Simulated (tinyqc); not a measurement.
Valence-band offset from core levels (Kraut method), with the dipole against the affinity rule: one step of the calculation.

Binding energies are counted downwards from the Fermi level. dEv > 0 means that the valence edge of B lies below that of A, dEc > 0 that the conduction edge of B lies above that of A; dEc + dEv = EgB - EgA. The spectra are made-up values treated as data.

Question. Offsets. dEv = (iB - iA) - (cB - vB) + (cA - vA), dEc = EgB - EgA - dEv.

Inputs (values chosen for the exercise); gaps and affinities close to those of 4H silicon carbide (A) and zirconium oxide (B): gap of the substrate A EgA = 3.22 eV; gap of the overlayer B EgB = 5.91 eV; core level of bare A cA = 66.2 eV; core level of thick B cB = 71.19 eV; valence-band maximum of thick B vB = 4.31 eV; core level of A under a thin film of B iA = 66.01 eV; core level of B in that thin film iB = 68.69 eV.

vA = 0.99732143 eV

Wanted: cA - vA; cB - vB; iB - iA; dEv; dEc.

Answer.

cA - vA = 65.203 eV
cB - vB = 66.880 eV
iB - iA = 2.6800 eV
dEv = 1.0027 eV
dEc = 1.6873 eV

The alignment is type I (straddling). Both offsets exceed 1 eV, the usual requirement for a gate dielectric. A rigid shift of all levels, by charging or doping, cancels in the differences.

Computed by the program tinyqc: `OMP_NUM_THREADS=1 python tinyqc.py 2410086 2410087 out.jsonl`, one thread of a shared Intel Xeon 2.30GHz, about 0.01 s for the whole run.
